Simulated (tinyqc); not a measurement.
# On-chip interconnect, size-dependent resistivity and RC delay: delay against the reflection coefficient of grain boundaries

A rectangular line between two neighbours and two ground planes. Surface and grain-boundary scattering are added to the bulk resistivity as corrections; capacitances are parallel-plate values without fringing; inductance is ignored.

Metal width x = wd - 2 tl, height y = AR wd - tl; grain boundaries (Mayadas-Shatzkes): al = (lam/(gr x)) Rg/(1 - Rg), g = 1/[1 - 3 al/2 + 3 al^2 - 3 al^3 ln(1 + 1/al)] - 1; surfaces (Fuchs-Sondheimer, thick limit): s = (3/8) lam (1 - ps)(1/x + 1/y); rho = rho0 (1 + g + s); r = rho/(x y); c = eps0 ek (2 wd/hd + 2 Mf AR wd/sp). Elmore delay tE = Rd (c Lw + Cl) + r Lw (c Lw/2 + Cl); t50 is the time at which the far end of a ladder of 30 pi sections (half capacitances at both ends, Cl at the far end, a step applied through Rd) reaches half the step; line share r Lw/(Rd + r Lw); estimate 0.69 Rd (c Lw + Cl) + 0.38 r c Lw^2 + 0.69 r Lw Cl.

Inputs (values chosen for the exercise); metal values close to those of copper: bulk resistivity rho0 = 1.72 uohm cm; bulk mean free path lam = 39.7 nm; specular share of surface scattering ps = 0; grain size over the metal width gr = 1; drawn line width wd = 9.8 nm; aspect ratio, height over width AR = 2.2; liner on both walls and the bottom, not conducting tl = 2 nm; space to the neighbouring lines sp = 9.8 nm; dielectric height to the planes above and below hd = 11 nm; relative permittivity of the dielectric ek = 4.2; Miller factor of the neighbours Mf = 1; line length Lw = 30 um; driver resistance Rd = 310 ohm; load capacitance Cl = 0.095 fF.

Constants: eps0 = 8.8541878128e-12 F/m. Results are converted to the units shown.

The same in every row: c (fF/um) = 0.2299.

Delay against the reflection coefficient of grain boundaries:
```
Rg,rho (uohm cm),r (ohm/um),tE (ps),t50 (ps),estimate (ps),line share of the resistance (%)
0.05,8.320,733.4,80.12,60.68,60.60,98.61
0.15,10.30,907.5,98.63,74.70,74.63,98.87
0.25,12.77,1126,121.8,92.27,92.21,99.09
0.35,16.00,1410,152.1,115.2,115.1,99.27
0.45,20.39,1797,193.2,146.4,146.4,99.43
0.55,26.74,2357,252.7,191.4,191.4,99.56
0.65,36.71,3236,346.1,262.2,262.2,99.68
0.75,54.65,4817,514.2,389.5,389.7,99.79
```

What does the table show?

As Rg goes from 0.05 to 0.75, r rises from 733 to 4820 ohm/um, c stays at 0.230 fF/um and t50 rises from 60.7 to 389 ps. t50/tE stays at 0.757, and the estimate is within 0.15 % of t50.

Range of the model: The metal width is under the mean free path, where the thick-limit surface term and the simple sum of corrections lose accuracy.

Computed by the program tinyqc: `OMP_NUM_THREADS=1 python tinyqc.py 2100171 2100172 out.jsonl`, one thread of a shared Intel Xeon 2.30GHz, about 0.01 s for the whole run.
